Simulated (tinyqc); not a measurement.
Empirical pseudopotential in a few plane waves, step by step. One step of it, computed by the program tinyqc.

Problem. Levels at k. Diagonalise the Hermitian matrix.

H(k) at k (eV):
```
           +0+0+0     -1-1-1     -1-1+1     -1+1-1     -1+1+1     +1-1-1     +1-1+1     +1+1-1
+0+0+0   2.465884   2.462894  -2.462894  -2.462894  -2.462894  -2.462894  -2.462894  -2.462894
-1-1-1   2.462894   4.775645   0.000000   0.000000  -0.530622   0.000000  -0.530622  -0.530622
-1-1+1  -2.462894   0.000000   8.539699   0.530622   0.000000   0.530622   0.000000   0.000000
-1+1-1  -2.462894   0.000000   0.530622  11.790474   0.000000   0.530622   0.000000   0.000000
-1+1+1  -2.462894  -0.530622   0.000000   0.000000  15.554529   0.000000   0.530622   0.530622
+1-1-1  -2.462894   0.000000   0.530622   0.530622   0.000000  15.041249   0.000000   0.000000
+1-1+1  -2.462894  -0.530622   0.000000   0.000000   0.530622   0.000000  18.805304   0.530622
+1+1-1  -2.462894  -0.530622   0.000000   0.000000   0.530622   0.000000   0.530622  22.056078
+1+1+1   2.462894   0.000000  -0.530622  -0.530622   0.000000  -0.530622   0.000000   0.000000
-2+0+0   0.000000  -2.462894  -2.462894  -2.462894   2.462894   0.384827  -0.384827  -0.384827
+0-2+0   0.000000  -2.462894  -2.462894   0.384827  -0.384827  -2.462894   2.462894  -0.384827
+0+0-2   0.000000  -2.462894   0.384827  -2.462894  -0.384827  -2.462894  -0.384827   2.462894
+0+0+2   0.000000  -0.384827   2.462894  -0.384827  -2.462894  -0.384827  -2.462894   0.384827
+0+2+0   0.000000  -0.384827  -0.384827   2.462894  -2.462894  -0.384827   0.384827  -2.462894
+2+0+0   0.000000  -0.384827  -0.384827  -0.384827   0.384827   2.462894  -2.462894  -2.462894

           +1+1+1     -2+0+0     +0-2+0     +0+0-2     +0+0+2     +0+2+0     +2+0+0
+0+0+0   2.462894   0.000000   0.000000   0.000000   0.000000   0.000000   0.000000
-1-1-1   0.000000  -2.462894  -2.462894  -2.462894  -0.384827  -0.384827  -0.384827
-1-1+1  -0.530622  -2.462894  -2.462894   0.384827   2.462894  -0.384827  -0.384827
-1+1-1  -0.530622  -2.462894   0.384827  -2.462894  -0.384827   2.462894  -0.384827
-1+1+1   0.000000   2.462894  -0.384827  -0.384827  -2.462894  -2.462894   0.384827
+1-1-1  -0.530622   0.384827  -2.462894  -2.462894  -0.384827  -0.384827   2.462894
+1-1+1   0.000000  -0.384827   2.462894  -0.384827  -2.462894   0.384827  -2.462894
+1+1-1   0.000000  -0.384827  -0.384827   2.462894   0.384827  -2.462894  -2.462894
+1+1+1  25.820133  -0.384827  -0.384827  -0.384827  -2.462894  -2.462894  -2.462894
-2+0+0  -0.384827   9.309620   0.530622   0.530622  -0.530622  -0.530622   0.000000
+0-2+0  -0.384827   0.530622  12.560394   0.530622  -0.530622   0.000000  -0.530622
+0+0-2  -0.384827   0.530622   0.530622  15.811169   0.000000  -0.530622  -0.530622
+0+0+2  -2.462894  -0.530622  -0.530622   0.000000  23.339279   0.530622   0.530622
+0+2+0  -2.462894  -0.530622   0.000000  -0.530622   0.530622  26.590054   0.530622
+2+0+0  -2.462894   0.000000  -0.530622  -0.530622   0.530622   0.530622  29.840828
```

Give: eigenvalues.

Solution.

eigenvalues (eV): -0.937  2.677  6.736  7.477  11.608  13.064  14.254  15.526  18.124  19.666  20.820  24.377  26.623  28.813  33.472
